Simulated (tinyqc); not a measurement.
Inside a calculation: donor near an oxide interface in a gate field (two-state model). Values are carried at full precision from step to step, so a last printed digit may differ when a step is redone from the rounded ones.

Interface at z = 0 (hard wall), donor at z = d, field F pulling electrons to the interface: potential e F z; 1 kV/cm = 1e-5 eV/angstrom, c = hbar^2/2m0, q = e^2/(4 pi eps0), Q = (eps - eo)/(eps + eo). Donor state: E_D = e F d - ED - q Q/(4 eps d), the last term joining the images of ion and electron. Interface state: z exp(-b z/2) exp(-rho^2/(2 L^2)) with E_z = c b^2/(4 mz) + 3 e F/b + q Q b/(8 eps), minimised over b; in the plane at z = 3/b the ion (distance D = d - 3/b) and its image (D' = d + 3/b) give E_rho = c/(mt L^2) - (q/eps)(sqrt(pi)/L)[erfcx(D/L) + Q erfcx(D'/L)], erfcx(x) = exp(x^2) erfc(x), minimised over L. E_I = E_z + E_rho.

Constants: hbar^2/2m0 = 3.80998211 eV angstrom^2; e^2/(4 pi eps0) = 14.39964547 eV angstrom.

Inputs chosen for the exercise (near those of a donor in Si below SiO2, static dielectric constants; shifted at random, so the results belong to these values and not to a real crystal):
- d = 150 angstrom (depth of the donor)
- ED = 42.8 meV (bulk binding energy)
- mz = 0.904 m0 (mass across the interface)
- mt = 0.188 m0 (mass in the plane)
- eps = 11.2 (dielectric constant of the semiconductor)
- eo = 3.9 (dielectric constant of the oxide)
- F = 39 kV/cm (field in the semiconductor)
- aD = 20.7 angstrom (donor radius)
- v = 0.51 (valley factor)

## The interface state across the interface

Solve c b/(2 mz) - 3 e F/b^2 + q Q/(8 eps) = 0; give Q, b, the three terms of E_z and <z> = 3/b.

Q = 0.4834
b = 0.07156 1/angstrom

kinetic, field and image terms (meV): 5.40  16.35  5.56

<z> = 41.9 angstrom

The image pushes the electron away from the oxide; without it <z> would be 36.5 angstrom.

## Binding in the plane

Give D, D', the best L, both terms and E_rho.

D, D' (angstrom): 108.1  191.9

L = 104.4 angstrom

kinetic and Coulomb terms (meV): 1.86  -12.02

E_rho = -10.16 meV

The bottom of the well lies at -15.1 meV, so the level is 33 % of the way up; L/D = 0.97. Above the critical field the ionised donor would thus still hold its electron as a dot at the interface.

## Where the electron sits

The two states couple by t = t0 exp(-D/aD) with t0 = q/(eps aD) (2 aD/L) sqrt(aD b/2) v, v a valley factor; this form is an estimate. With detuning u = E_D - E_I the splitting is sqrt(u^2 + 4 t^2) and the lower state has weight (1 - u/sqrt(u^2 + 4 t^2))/2 on the donor.

Give E_D, E_I, t, the splitting and the donor weight.

E_D, E_I (meV): 14.66  17.15

t = 0.0584 meV
splitting = 2.49 meV
donor weight = 0.999

The electron is on the donor; the contact hyperfine coupling scales with the donor weight. With this t, the tunnelling time pi hbar/(2t) at a crossing would be 17.7 ps (hbar = 6.58212e-16 eV s); here the detuning is 42.5 t.

## Critical field

Find F at which E_D = E_I; compare the rule e F d = ED. The crossing width is 4t/(e D), with t and D formed anew at that field.

critical field = 41.3 kV/cm
ED/(e d) = 28.5 kV/cm
width = 0.21 kV/cm

The confinement energy E_z = 28.3 meV raises the field needed and the attraction E_rho = -10.1 meV lowers it; the result is 1.45 times the simple rule.

## Checks

- E_z without images against 1.5 x 6^(2/3)/2 (c (e F)^2/mz)^(1/3), meV: both 21.35.
- E_rho from the radial equation in the full Coulomb well against the Gaussian trial function, meV: both -10.2.

Run: tinyqc, `OMP_NUM_THREADS=1 python tinyqc.py 1251572 1251573 out.jsonl`; Intel(R) Xeon(R) Processor @ 2.30GHz, one thread, shared host; about 0.06 s of CPU time with all checks.
